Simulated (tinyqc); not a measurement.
Deep level as a short-range spherical well, step by step. Values are carried at full precision from step to step, so a last printed digit may differ when a step is redone from the rounded ones.

A spherical well of radius R and depth V0 below the conduction edge, one mass m, c = hbar^2/2m0. The s level at binding Et solves k cot(k R) = -kappa with k = sqrt(m (V0 - Et)/c), kappa = sqrt(m Et/c); it exists for V0 > Vc = c (pi/2R)^2/m. Outside, psi falls as exp(-kappa r)/r.

Constants: hbar^2/2m0 = 3.80998211 eV angstrom^2; fine-structure constant alpha = 0.007297352564; hc = 1239.841984 eV nm; kB = 8.617333262e-05 eV/K; hbar = 6.58211957e-16 eV s.

Values chosen for the exercise (near those of 4H SiC; shifted at random, so the results belong to these values and not to a real crystal):
- R = 4.1 angstrom (radius of the well)
- V0 = 1.97 eV (depth of the well)
- m = 0.412 m0 (mass)
- n_r = 2.56 (refractive index)
- gv = 3 (valleys)
- sn = 2.6 x 1e-16 cm^2 (capture cross-section)
- T = 150 K (temperature)

## The bound level

Solve for Et; the share outside is [sin^2(kR)/(2 kappa)]/[sin^2(kR)/(2 kappa) + R/2 - sin(2kR)/(4k)].

Et = 0.1289 eV
k = 0.4462 1/angstrom
kappa = 0.1180 1/angstrom
share outside = 0.630
Vc = 1.357 eV

The well is 1.45 times the critical depth. Since dEt/dV0 equals the share inside, 0.37, a 1 % change of V0 moves Et by 5.7 %. The decay length is 8.5 angstrom, 2.1 times R.

## Peak of the photo-ionisation cross-section

Lucovsky model (delta well, plane-wave final states, no local-field factor): sigma = (32 pi alpha c/(3 n_r m Et)) (x - 1)^(3/2)/x^3, x = h nu/Et, c = hbar^2/2m0; 1 angstrom^2 = 1e-16 cm^2.

The maximum lies at x = 2. Give the photon energy, its wavelength and sigma there.

h nu = 0.258 eV
wavelength = 4811 nm
sigma = 85.7 x 1e-18 cm^2

With 63 % of the state outside the well the delta-well form is a fair model.

## Thermal emission

Thermal emission e = sn v Nc exp(-Et/kB T), v = sqrt(6 c kB T/m)/hbar, Nc = 2 gv (m kB T/(4 pi c))^(3/2), c = hbar^2/2m0, one mass for both, degeneracy ratio 1; 1 angstrom = 1e-8 cm.

Give v, Nc, e and 1/e.

v = 1.287 x 1e7 cm/s
Nc = 7.039 x 1e18/cm^3
e = 1.10e+06 1/s
1/e = 9.07e-07 s

## Checks

- Et from the radial equation on a grid against the matching condition, eV: both 0.13.

Computed by tinyqc, a small Python program: `OMP_NUM_THREADS=1 python tinyqc.py 1250620 1250621 out.jsonl` (the numbers bound the seed that draws the inputs); one thread of a shared host (Intel(R) Xeon(R) Processor @ 2.30GHz), about 0.01 s for the whole set of steps.
